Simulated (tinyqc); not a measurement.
Two-step dopant diffusion (predeposition and drive-in) with a constant diffusivity: one step, computed by the program tinyqc. Command: `OMP_NUM_THREADS=1 python tinyqc.py 3007083 3007084 out.jsonl dopdiff walk`. One thread of a shared host (Intel(R) Xeon(R) Processor @ 2.30GHz), about 0.07 s of CPU time with the checks.

Fick diffusion into a half space x > 0 whose background doping C_B is of the opposite type, so that a junction lies where C = C_B.

Question. Drive-in as a Gaussian. With a sealed surface and a thin source, C = Q/sqrt(pi (Dt)2) exp(-x^2/(4 (Dt)2)); x_j = 2 sqrt((Dt)2 ln(C(0)/C_B)); gradient at the junction |dC/dx| = C_B x_j/(2 (Dt)2).

Inputs (values chosen for the exercise, modelled on antimony in silicon):
```
quantity                        value    unit
surface concentration C_s     2.2e+19  1/cm^3
background doping C_B         2.5e+15  1/cm^3
predeposition temperature T1      850       C
drive-in temperature T2          1000       C
```

dose Q = 2.270744e+12 1/cm^2

drive-in budget (Dt)2 = 4.630613e-11 cm^2

Give: surface concentration C(0) (Gaussian); junction depth x_j; gradient at the junction.

Answer.

surface concentration C(0) (Gaussian) = 1.8827e+17 1/cm^3

junction depth x_j = 0.28292 um

gradient at the junction = 7.6373e+20 1/cm^4

Caution: C_s exceeds the intrinsic carrier density of silicon at the predeposition temperature (2e18 to 1e19 per cm^3), where real diffusivities rise with concentration and profiles turn box-like.
